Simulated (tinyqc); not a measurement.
Changing the fraction x of A: two-mode optical phonons of a ternary alloy from two coupled oscillators. Computed by tinyqc, a small Python program. Command: `OMP_NUM_THREADS=1 python tinyqc.py 3004731 3004732 out.jsonl twomode sweep`. One thread of a shared host (Intel(R) Xeon(R) Processor @ 2.30GHz), about 0.01 s of CPU time with the checks.

An alloy A(x)B(1-x)C has an A-C and a B-C bond oscillator. Each TO frequency moves linearly from the impurity mode (dilute end) to the TO of the pure crystal; each strength is proportional to the number of bonds.

Inputs (values chosen for the exercise, modelled on GaAs(1-x)P(x), with A-C the GaP-like and B-C the GaAs-like bond):

| quantity | value | unit |
|---|---|---|
| omega_TO of pure AC | 367.1 | 1/cm |
| omega_LO of pure AC | 404.8 | 1/cm |
| omega_TO of pure BC | 270.1 | 1/cm |
| omega_LO of pure BC | 292.2 | 1/cm |
| eps_inf of AC | 9.33 | - |
| eps_inf of BC | 11 | - |
| impurity mode of A in BC | 354.2 | 1/cm |
| impurity mode of B in AC | 272 | 1/cm |
| electron mass m* | 0.12 | m_0 |

Constants: e^2/(4 pi eps_0) = 14.39964548 eV angstrom; hbar^2/(2 m_0) = 3.80998212 eV angstrom^2; 1 THz = 33.35640952 1/cm; h x 1 THz = 4.135667696 meV.

Method:
- omega_1 = (impurity mode of A) + x (omega_TO,AC - impurity mode of A); omega_2 = (impurity mode of B) + (1 - x)(omega_TO,BC - impurity mode of B); eps_inf = x eps_AC + (1 - x) eps_BC; strengths W_1 = x eps_AC (omega_LO,AC^2 - omega_TO,AC^2), W_2 = (1 - x) eps_BC (omega_LO,BC^2 - omega_TO,BC^2).
- eps(omega) = eps_inf + W_1/(omega_1^2 - omega^2) + W_2/(omega_2^2 - omega^2) = 0 is the eigenproblem of the matrix [[omega_1^2 + W_1/eps_inf, sqrt(W_1 W_2)/eps_inf], [sqrt(W_1 W_2)/eps_inf, omega_2^2 + W_2/eps_inf]] for omega_LO^2.
- Uncoupled values keep the diagonal alone. eps_s = eps_inf + W_1/omega_1^2 + W_2/omega_2^2.
- The polar coupling of mode j is c_j = (u_j . sqrt(W))^2/(eps_inf^2 omega_j^2), u_j its eigenvector and omega_j here its LO frequency; the c_j add up to 1/eps_inf - 1/eps_s. Froehlich constant alpha_j = (e^2/(4 pi eps_0)) c_j k_j/(2 E_j), E_j = h c omega_j, k_j = sqrt(m* E_j/(hbar^2/(2 m_0))).

One run for each value:

| fraction x of A | upper LO mode (1/cm) | lower LO mode (1/cm) | share of the upper mode | eps_s | eps_inf |
|---|---|---|---|---|---|
| 0.039 | 356.5 | 291.1 | 0.0852 | 12.82 | 10.93487 |
| 0.140 | 362.1 | 288.4 | 0.2669 | 12.67 | 10.76620 |
| 0.250 | 367.9 | 285.9 | 0.4214 | 12.51 | 10.58250 |
| 0.350 | 373.0 | 283.7 | 0.5359 | 12.37 | 10.41550 |
| 0.450 | 378.1 | 281.7 | 0.6332 | 12.22 | 10.24850 |
| 0.550 | 383.0 | 279.8 | 0.7175 | 12.06 | 10.08150 |
| 0.660 | 388.4 | 277.8 | 0.7989 | 11.89 | 9.89780 |
| 0.760 | 393.2 | 276.0 | 0.8648 | 11.73 | 9.73080 |
| 0.860 | 398.1 | 274.3 | 0.9245 | 11.57 | 9.56380 |
| 0.970 | 403.4 | 272.5 | 0.9845 | 11.39 | 9.38010 |

What does the table show, and why?

Over the rows, upper LO mode (1/cm) rises from 356 to 403 (exponent d ln y / d ln x 0.012 between the first rows and 0.11 between the last); lower LO mode (1/cm) falls from 291 to 272 (exponent d ln y / d ln x -0.0071 between the first rows and -0.055 between the last); share of the upper mode rises from 0.0852 to 0.985 (exponent d ln y / d ln x 0.89 between the first rows and 0.52 between the last). Both TO lines are straight by construction; the LO lines bend because the splitting depends on the number of bonds and on the coupling of the two oscillators through the field.
